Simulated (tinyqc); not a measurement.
Mass and gap go together: armchair graphene nanoribbon in tight binding.

An armchair ribbon of N dimer lines, width (N - 1) sqrt3 acc/2, period 3 acc, one pz orbital a site. In line n, A_n binds to B_n with -t exp(ik/3), times (1 + d) in the two edge lines, and to B_(n-1) and B_(n+1) with -t exp(-ik/6); k runs from -pi to pi. For d = 0 the modes across the ribbon are sin(n p pi/(N + 1)), p = 1 to N, with E = -/+ t sqrt(1 + 4 c^2 + 4 c cos(k/2)), c = cos(p pi/(N + 1)).

Constants: hbar^2/2m0 = 3.80998211 eV angstrom^2.

Parameters, chosen for this exercise (near those used for graphene; not measured data): t = 2.62 eV (hopping); acc = 1.42 angstrom (bond length); d1 = 0.12 (edge correction); N0 = 19 (first width).

Nine widths from N0 on. Lowest conduction band for d = d1: m/m0 = c q^2/(E(q) - E(0)) with q = h/(3 acc), h = 0.001, c = hbar^2/2m0. Dirac rule: m = Eg/(2 v^2), that is m/m0 = c Eg/(hbar v)^2 with hbar v = 3 t acc/2.

Masses:
```
N,gap (eV),mass (m0),Dirac rule (m0)
19,0.5774,0.0765,0.0706
20,0.0852,0.0103,0.0104
21,0.3495,0.0390,0.0428
22,0.5006,0.0656,0.0612
23,0.0745,0.0090,0.0091
24,0.3077,0.0347,0.0376
25,0.4418,0.0574,0.0540
26,0.0662,0.0080,0.0081
27,0.2749,0.0313,0.0336
```

What does the comparison show, and why?

The ratio of mass to the Dirac rule runs from 0.91 (N = 21) to 1.08 (N = 19). Its mean is 0.92 for N = 3p, 1.07 for 3p+1 and 0.99 for 3p+2: the lowest modes of 3p and 3p+1 lie on opposite sides of the Dirac point, where the velocity along the ribbon differs. The largest gap (N = 19) and the heaviest mass (N = 19) belong to one ribbon.

Run: tinyqc, `OMP_NUM_THREADS=1 python tinyqc.py 1480353 1480354 out.jsonl`; Intel(R) Xeon(R) Processor @ 2.30GHz, one thread, shared host; about 0.04 s of CPU time with all checks.
